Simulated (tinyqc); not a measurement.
From results back to parameters: three-band tight binding of a dichalcogenide monolayer. Two cases, with inputs chosen for the exercise.

Problem. In the three-band model the dz2 level is e1 + 6 t0 at Gamma and e1 - 3 t0 at K; without spin-orbit coupling the other levels are e2 + 3 s at Gamma (twofold) and e2 - 3s/2 -/+ 3 sqrt3 t12 at K, s = t11 + t22, t12 > 0. The levels below come from hidden values.

Case 1.

dz2 levels (eV): Gamma -0.3010, K 1.5800

other levels (eV): Gamma 3.06400, K lower 0.03114, K upper 3.38786

Case 2.

dz2 levels (eV): Gamma -0.2910, K 1.5540

other levels (eV): Gamma 3.10100, K lower 0.06295, K upper 3.43005

Find: e1, t0, e2, t11 + t22, t12.

Solution. The dz2 levels differ by 9 t0. The level at Gamma lies 9s/2 above the mean of the two at K, whose splitting is 6 sqrt3 t12. t1, t2 and t11 - t22 need masses or other points.

Case 1.

e1, t0, e2, t11 + t22, t12 (eV): 0.953  -0.209  2.161  0.301  0.323

Case 2.

e1, t0, e2, t11 + t22, t12 (eV): 0.939  -0.205  2.198  0.301  0.324

Computed by tinyqc, one run a case: `OMP_NUM_THREADS=1 python tinyqc.py N N+1 out.jsonl` with N = 1482332, 1482394; one thread of a shared Intel(R) Xeon(R) Processor @ 2.30GHz, about 0.01 s a run at most.
